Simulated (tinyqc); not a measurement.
# Undoped gate-all-around wire MOSFET, analytic charge model, step by step

Program tinyqc, `OMP_NUM_THREADS=1 python tinyqc.py 2460037 2460038 out.jsonl`; Intel Xeon 2.30GHz, shared host, one thread, about 0.01 s. Printed values are rounded.

An undoped round wire of radius R under an insulator shell and a surrounding gate; long channel, electrons only, n = ni exp((psi - V)/Vt) with V the quasi-Fermi potential (0 at the source, Vd at the drain), constant mobility, no quantisation. The radial Poisson equation gives n(r) = n(0)/(1 - (1 - b) r^2/R^2)^2 with b = Q0/(Q + Q0). Q is the electron charge per area of the wire surface.

Parameters, values chosen for the exercise; material values close to those of silicon:
- T = 350 K (temperature)
- Eg = 1.1 eV (band gap)
- eps_r = 11.8 (relative permittivity of the semiconductor)
- Nc = 3.45e19 cm^-3 (conduction-band density of states at T)
- Nv = 3.34e19 cm^-3 (valence-band density of states at T)
- eox = 8.92 (relative permittivity of the gate insulator)
- tox = 3.5 nm (insulator thickness)
- R = 5 nm (wire radius)
- dphi = -0.17 V (gate work function less that of the intrinsic body)
- mu = 780 cm^2/(V s) (channel mobility)
- L = 1 um (gate length)
- Vg = 0.37 V (gate voltage)
- Vd = 0.8 V (drain voltage)

Constants: q = 1.602176634e-19 C, kB = 1.380649e-23 J/K, Vt = kB T/q, eps0 = 8.8541878128e-14 F/cm where lengths are in cm. Results are converted to the units shown.

Range of the model: In a wire this thin, quantum confinement raises the threshold; it is left out.

## Constants of the wire

ni = sqrt(Nc Nv) exp(-Eg/(2 Vt)), Eg in volts; Cox = eps0 eox/(R ln(1 + tox/R)); Q0 = 4 eps0 eps_r Vt/R; V0 = dphi + Vt ln[8 eps0 eps_r Vt/(q ni R^2)].

ni = 4.08443e11 cm^-3
Cox = 2.97682 uF/cm^2
Q0 = 252.094 nC/cm^2
V0 = 0.329173 V

## Iteration 1: charge at the source by Newton steps

Q at the start = 25 nC/cm^2

With V = 0: f = Q/Cox + Vt ln(Q/Q0) + Vt ln(1 + Q/Q0) - (Vg - V0); f' = 1/Cox + Vt/Q + Vt/(Q + Q0); Q(new) = Q - f/f'.

f = -0.0992756 V
f' = 0.00165120 V cm^2/nC
Q after iteration 1 = 85.1233 nC/cm^2

## Iteration 2: charge at the source by Newton steps

As before.

f = -0.0362022 V
f' = 7.79686e-4 V cm^2/nC
Q after iteration 2 = 131.555 nC/cm^2

## Course of the iteration: charge at the source by Newton steps

Stop when Q changes by less than 1e-8 nC/cm^2, or after 40 iterations.

Course of the iteration:
```
iteration	Q (nC/cm^2)	|change| (nC/cm^2)
1	85.1233	60.1
2	131.555	46.4
3	137.122	5.57
4	137.168	0.0464
5	137.168	3.07e-6
6	137.168	0
```

Converged in 6 iterations. At the end the number of correct digits about doubles with each step.

## Drain current and line charge

Qs = 137.168 nC/cm^2
Qd = 2.95085e-9 nC/cm^2

Q solves Vg - V0 - V = Q/Cox + Vt ln(Q/Q0) + Vt ln(1 + Q/Q0). I = mu (2 pi R/L)[2 Vt (Qs - Qd) + (Qs^2 - Qd^2)/(2 Cox) + Vt Q0 ln((Qd + Q0)/(Qs + Q0))], with Qs at V = 0 and Qd at V = Vd. Electrons per length at the source: 2 pi R Qs/q; surface over centre density: (1 + Qs/Q0)^2.

first term = 0.202754 uA
second term = 0.0774407 uA
third term = -0.0809449 uA
I = 0.199250 uA
electrons per length = 0.268964 1/nm
surface over centre density = 2.38430

The square-law term makes up 38.9 % of the current.
